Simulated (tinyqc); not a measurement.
From results back to parameters: two-band k.p model of the Delta valleys near the X point under shear strain. Three cases, with inputs chosen for the exercise.

Problem. Under a shear strain exy (|eta| < 1) the valley on the [001] axis has ml(eta) = ml/(1 - eta^2), 1/m[110] = 1/mt + eta/Mp and 1/m[1-10] = 1/mt - eta/Mp with Mp > 0, eta = D exy/Delta, Delta = 2 c k0^2/ml, k0 = kx0 2 pi/a, c = hbar^2/2m0.

Constants: hbar^2/2m0 = 3.80998211 eV angstrom^2.

Find: mt; eta; Mp; D.

Method. The mean of the two inverse transverse masses is 1/mt; eta^2 = 1 - ml/ml(eta), with the sign of 1/m[110] - 1/m[1-10] = 2 eta/Mp, which then gives Mp; D = eta Delta/exy.

Case 1.

Values chosen (near those of Si; shifted at random, so the results belong to these values and not to a real crystal): a = 5.442 angstrom (lattice constant); ml = 0.919 m0 (longitudinal mass); kx0 = 0.151 2 pi/a (distance of the minimum from X); exy = 0.011 (shear strain).

m[110], m[1-10], ml(eta) (m0): 0.12945493  0.45949678  1.60846312

Solution.

mt = 0.202 m0
eta = 0.6547
Mp = 0.236 m0
D = 15.0 eV

Case 2.

Values chosen (near those of Si; shifted at random, so the results belong to these values and not to a real crystal): a = 5.42 angstrom (lattice constant); ml = 0.938 m0 (longitudinal mass); kx0 = 0.145 2 pi/a (distance of the minimum from X); exy = 0.0017 (shear strain).

m[110], m[1-10], ml(eta) (m0): 0.17982899  0.21536671  0.94819428

Solution.

mt = 0.196 m0
eta = 0.1037
Mp = 0.226 m0
D = 14.0 eV

Case 3.

Values chosen (near those of Si; shifted at random, so the results belong to these values and not to a real crystal): a = 5.42 angstrom (lattice constant); ml = 0.903 m0 (longitudinal mass); kx0 = 0.155 2 pi/a (distance of the minimum from X); exy = 0.0061 (shear strain).

m[110], m[1-10], ml(eta) (m0): 0.15240743  0.25220961  0.99830158

Solution.

mt = 0.190 m0
eta = 0.3090
Mp = 0.238 m0
D = 13.8 eV

Computed by tinyqc, one run a case: `OMP_NUM_THREADS=1 python tinyqc.py N N+1 out.jsonl` with N = 1080042, 1080052, 1080069; one thread of a shared Intel(R) Xeon(R) Processor @ 2.30GHz, about 0.01 s a run at most.
